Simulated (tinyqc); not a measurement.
# Band bending at a free surface with a continuum of surface states, surface photovoltage and Kelvin probe: what changes with what

n-type bulk, xi = Ec - EF = Vt ln(Nc/Nd), p0 = ni^2/Nd, ni = sqrt(Nc Nv) exp(-Eg/(2 Vt)), Eg in volts. b is the upward band bending, u = b/Vt. Space charge per area, in units of q: Qc = sign(b) sqrt((2 eps0 eps_r Vt/q) [(Nd + dn)(exp(-u) - 1) + Nd u + (p0 + dn)(exp(u) - 1)]), with dn the excess density under light (flat quasi-Fermi levels; 0 in the dark). The states hold -Ds (E0 - xi - b): negative while the Fermi level lies above the neutrality level. Neutrality: Qc + Qf + (charge of the states) = 0.

Values chosen for this exercise; band and dielectric values close to those of gallium arsenide:
```
symbol    value         unit                                                    meaning
T           300            K                                                temperature
Eg         1.44           eV                                                   band gap
eps_r      13.1                                                   relative permittivity
Nc      4.46e17        cm^-3                     conduction-band density of states at T
Nv      8.91e18        cm^-3                        valence-band density of states at T
chi        4.09           eV                                          electron affinity
Nd       1.1e15        cm^-3                                              donor density
Qf            0        cm^-2                       fixed positive charge at the surface
pt         4.75           eV                             work function of the probe tip
Ds         3e12  cm^-2 eV^-1                                  density of surface states
E0         0.57           eV  depth of their neutrality level below the conduction edge
```

Constants: q = 1.602176634e-19 C, kB = 1.380649e-23 J/K, Vt = kB T/q, eps0 = 8.8541878128e-14 F/cm where lengths are in cm. Results are converted to the units shown.

Each table varies one quantity; the others keep the values above.

## Kelvin-probe contrast of the doping

Work function chi + xi + b; contact potential difference CPD = (work function of the sample) - pt. b solves the neutrality condition in the dark.

Kelvin-probe contrast of the doping:
```
Nd (cm^-3)  xi (eV)   b (V)  CPD (mV)
1.1e14       0.2148  0.3477    -97.55
2.6e14       0.1925  0.3655    -101.9
6.2e14       0.1701  0.3811    -108.8
1.4e15       0.1490  0.3923    -118.7
3.4e15       0.1261  0.3988    -135.2
7.9e15       0.1043  0.3970    -158.7
1.8e16      0.08298  0.3850    -192.0
4.3e16      0.06047  0.3580    -241.6
```

xi falls by 154 mV over the table and the CPD by 144 mV; b goes from 0.348 through a maximum of 0.399 (at Nd = 3.4e15 cm^-3 among the rows listed) to 0.358 V. Between the first two rows the CPD follows 19.7 % of the change of xi, and between the last two 220 %. It is below 100 % where b rises with the doping (pinning hides it). It exceeds 100 % where b falls as the doping rises.

## Pinning by the surface states

Same model as above.

Result of one run:
```
Ds (cm^-2 eV^-1)    b (V)  xi + b (eV)  Qc (cm^-2)
2.9e13            0.41205      0.56730   7.8428e10
```

What becomes of these results when the density of surface states Ds is changed from 2.9e13 to 8.1e13 cm^-2 eV^-1, all else the same?

Result of the changed run:
```
Ds (cm^-2 eV^-1)    b (V)  xi + b (eV)  Qc (cm^-2)
8.1e13            0.41379      0.56903   7.8604e10
```

The whole series:
```
Ds (cm^-2 eV^-1)     b (V)  xi + b (eV)  Qc (cm^-2)
2.4e10            0.019217      0.17446    9.4930e9
6.7e10            0.058896      0.21414   2.3843e10
1.8e11             0.15893      0.31418   4.6048e10
5.1e11             0.28805      0.44329   6.4622e10
1.4e12             0.36246      0.51770   7.3220e10
3.9e12             0.39510      0.55034   7.6687e10
1.1e13             0.40767      0.56291   7.7982e10
2.9e13             0.41205      0.56730   7.8428e10
8.1e13             0.41379      0.56903   7.8604e10
```

b rises from 0.0192 to 0.414 V. The Fermi level moves towards E0 = 0.57 eV and is within 0.970 meV of it in the last row; it is half-way there at the Ds that solves Ds b = Qc(b) + Qf with b = (E0 - xi)/2, 2.59e11 cm^-2 eV^-1.

## Photovoltage against injection

Same model as above.

Under chopped light the surface charge keeps its dark value, so b falls to bL with Qc(bL, dn) = Qc(b, 0); the photovoltage is b - bL.

Photovoltage against injection:
```
dn (cm^-3)    bL (V)  photovoltage (mV)  share of b removed (%)
1e6          0.38931           0.081521                0.020935
1e7          0.38860            0.79307                 0.20367
1e8          0.38301             6.3875                  1.6404
1e9          0.36155             27.849                  7.1518
1e10         0.32406             65.331                  16.778
1e11         0.27827             111.12                  28.538
9.9e11       0.22857             160.83                  41.302
9.8e12       0.17659             212.81                  54.651
9.8e13       0.12321             266.18                  68.357
9.7e14      0.071377             318.02                  81.670
9.6e15      0.030453             358.94                  92.179
```

The photovoltage rises from 0.0815 to 359 mV, towards the full b = 389 mV. Its steepest rise is 53.4 mV a decade (Vt ln 10 = 59.5 mV), and it reaches 92.2 % of b in the last row: even strong light does not flatten the bands fully, so a saturation reading understates b. For dn = 9.6e15 the injection is high, and a Dember voltage, left out here, adds to the signal.

Computed by the program tinyqc: `OMP_NUM_THREADS=1 python tinyqc.py 2430088 2430089 out.jsonl`, one thread of a shared Intel Xeon 2.30GHz, about 0.01 s for the whole run.
